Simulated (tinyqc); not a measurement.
Frequency dispersion of an accumulation capacitance by border traps, distributed model: one step of the calculation.

Traps spread evenly through the insulator exchange electrons with the semiconductor by tunnelling, with tau(x) = t0 exp(2 ka x) at depth x from the interface. The admittance per area Y seen at depth x obeys dY/dx = -Y^2/(i w eps0 eox) + q Nb ln(1 + i w tau)/tau, with Y(0) = i w Cs and w = 2 pi f; the gate sees Y(tox) = G + i w C. Working variable y = Y/(i w), in uF/cm^2. Cox = eps0 eox/tox.

Task. Midpoint steps through the active depth. In terms of y: dy/dx = -y^2/(eps0 eox) + s(x), s = q Nb ln(1 + z)/z, z = i w tau. 10 midpoint steps of h = xe/10: y_half = y + (h/2) y'(x, y), y(new) = y + h y'(x + h/2, y_half).

Inputs (values chosen for the exercise); permittivity close to that of hafnium oxide: relative permittivity of the insulator eox = 19.1; semiconductor capacitance in accumulation Cs = 1.4 uF/cm^2; density of border traps Nb = 3.5e19 cm^-3 eV^-1; decay constant of the wave function in the insulator ka = 6.3 1/nm; time constant of a trap at the interface t0 = 2e-10 s; frequency f = 10000 Hz; depth down to which the steps are taken xe = 1.3 nm.

Constants: q = 1.602176634e-19 C, eps0 = 8.8541878128e-14 F/cm where lengths are in cm. Results are converted to the units shown.

Find: x; s; y.

Result.

```
point  x (nm)  s (uF/(cm^2 nm))   y (uF/cm^2)
0           0    0.5608+0.0000i  1.400+0.000i
1      0.1300    0.5608+0.0000i  1.457+0.000i
2      0.2600    0.5608-0.0001i  1.513+0.000i
3      0.3900    0.5608-0.0005i  1.568+0.000i
4      0.5200    0.5607-0.0025i  1.621+0.000i
5      0.6500    0.5604-0.0127i  1.673-0.001i
6      0.7800    0.5509-0.0636i  1.724-0.005i
7      0.9100    0.4095-0.2084i  1.767-0.021i
8       1.040    0.1282-0.1666i  1.775-0.049i
9       1.170    0.0272-0.0611i  1.759-0.061i
10      1.300    0.0054-0.0175i  1.737-0.064i
```

Numbers from tinyqc (`OMP_NUM_THREADS=1 python tinyqc.py 2202025 2202026 out.jsonl`; about 0.5 s on one thread of a shared Intel Xeon 2.30GHz).
